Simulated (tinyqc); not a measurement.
Input admittance of a MOSFET at zero drain bias: distributed channel and distributed gate: two steps of the calculation.

Source and drain grounded, strong inversion, w = 2 pi f, Cox = eps0 eox/tox. The channel is an RC line of resistance 1/(mu Cox Vo) per square fed from both ends, so one finger has the intrinsic admittance y = i w Cox L tanh(g)/g per width, g = (1/2) sqrt(i w tau), tau = L^2/(mu Vo). The vertical resistance rv/L is in series with y, the overlaps 2 i w Cov in parallel: y_t = 1/(1/y + rv/L) + 2 i w Cov. The gate strip is a line of Rsh/L per length loaded by y_t, so a finger has Y = y_t Wf tanh(k)/k, k = (Wf/sd) sqrt(y_t Rsh/L); the device has Nf Y.

Parameters, values chosen for the exercise; values of the order met in silicon radio-frequency transistors: relative permittivity of the gate insulator (close to silicon nitride) eox = 7.56; insulator thickness tox = 8.7 nm; channel length L = 1.1 um; finger width Wf = 7.4 um; number of fingers Nf = 64; channel mobility mu = 230 cm^2/(V s); gate overdrive Vo = 0.71 V; sheet resistance of the gate Rsh = 3.4 ohm/square; vertical resistivity of the gate stack rv = 4 ohm um^2; number of ends at which a finger is contacted sd = 1; overlap and fringe capacitance on each side Cov = 0.17 fF/um; frequency f = 4.6 GHz.

Constants: eps0 = 8.8541878128e-14 F/cm where lengths are in cm. Results are converted to the units shown.

Problem 1. Admittance of the channel and stack per width. tau, g, c = Cox L, y and y_t as defined.

Wanted: tau; g; c; y; y_t.

Solution 1.

tau = 74.097 ps
g = 0.51740+0.51740i
c = 8.4634 fF/um
y = 41.72+235.68i uS/um
y_t = 41.92+245.44i uS/um

w tau = 2.14, and Im y is 0.963 of w c.

Problem 2. Input impedance of the device. k and Y as defined; Z = 1/(Nf Y) = R + 1/(i w C); Q = |Im Z|/R; signal at the point farthest from a contact |1/cosh k|.

y_t = 41.91594+245.44004i uS/um

Wanted: k; Nf Y; R; C; Q; signal at the far point.

Solution 2.

k = 0.15691+0.13238i
Nf Y = 21.40+115.67i mS
R = 1.5466 ohm
C = 4138.9 fF
Q = 5.4049
signal at the far point = 0.99632

tinyqc, about 0.01 s, one thread, Intel Xeon 2.30GHz (shared host): `OMP_NUM_THREADS=1 python tinyqc.py 2262036 2262037 out.jsonl`
